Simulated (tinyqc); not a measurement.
Free and trapped electrons in a MOS channel with a dense trap tail: two steps of the calculation.

p-type body, charge-sheet picture, full ionisation (an idealisation for deep acceptors), Boltzmann statistics for free electrons. e = Ec - EF at the surface. Acceptor-like traps of density D(E) = D0 + De exp(-E/Ew) at depth E below Ec, from 0 to Eu, hold n_t = integral of D(E)/(1 + exp((e - E)/Vt)). psi = Eg - Vt ln(Nv/Na) - e; N_dep = sqrt(2 eps0 eps_r Na (psi - Vt)/q); n_f = sqrt(N_dep^2 + 2 eps0 eps_r Vt Nc exp(-e/Vt)/q) - N_dep; Vg = Vfb + psi + q (N_dep + n_t + n_f)/Cox, Cox = eps0 eox/tox.

Values chosen for this exercise; band and dielectric values close to those of 4H silicon carbide: temperature T = 400 K; band gap Eg = 3.31 eV; relative permittivity eps_r = 9.72; conduction-band density of states at T Nc = 2.65e19 cm^-3; valence-band density of states at T Nv = 3.85e19 cm^-3; relative permittivity of the insulator eox = 3.9; insulator thickness tox = 72 nm; acceptor density Na = 1.6e16 cm^-3; flat-band voltage without trapped charge Vfb = -2.12 V; constant background density of acceptor-like traps D0 = 6.6e10 cm^-2 eV^-1; density of the tail at the conduction edge De = 2.9e13 cm^-2 eV^-1; decay energy of the tail Ew = 0.14 eV; depth below Ec down to which the traps reach Eu = 0.51 eV; mobility of free electrons mf = 220 cm^2/(V s); Ec - EF at the surface e = 0.158 eV.

Constants: q = 1.602176634e-19 C, kB = 1.380649e-23 J/K, Vt = kB T/q, eps0 = 8.8541878128e-14 F/cm where lengths are in cm. Results are converted to the units shown.

Problem 1. Trapped charge. Trapezoid rule on 12 equal steps from 0 to Eu, f = 1/(1 + exp((e - E)/Vt)).

Find: E; D(E) f; n_t.

Solution 1.

```
point    E (eV)  D(E) f (cm^-2 eV^-1)
0             0             2.9394e11
1      0.042500             7.2727e11
2      0.085000             1.7039e12
3       0.12750             3.4275e12
4       0.17000             5.0860e12
5       0.21250             5.3264e12
6       0.25500             4.4889e12
7       0.29750             3.4689e12
8       0.34000             2.6094e12
9       0.38250             1.9504e12
10      0.42500             1.4585e12
11      0.46750             1.0943e12
12      0.51000             8.2512e11
```

n_t = 1.3558e12 cm^-2

Problem 2. Charges and gate voltage. psi, N_dep, n_f and Vg as defined, with the n_t given; free share n_f/(n_f + n_t); apparent mobility mf n_f/(n_f + n_t); gate voltage spent on traps q n_t/Cox.

n_t = 1.3557926e12 cm^-2

Wanted: psi; N_dep; n_f; Vg; free share; apparent mobility; gate voltage spent on traps.

Solution 2.

psi = 2.8836 V
N_dep = 6.9982e11 cm^-2
n_f = 6.8296e10 cm^-2
Vg = 7.8588 V
free share = 4.7958 %
apparent mobility = 10.551 cm^2/(V s)
gate voltage spent on traps = 4.5292 V

Computed by the program tinyqc: `OMP_NUM_THREADS=1 python tinyqc.py 2222168 2222169 out.jsonl`, one thread of a shared Intel Xeon 2.30GHz, about 0.02 s for the whole run.
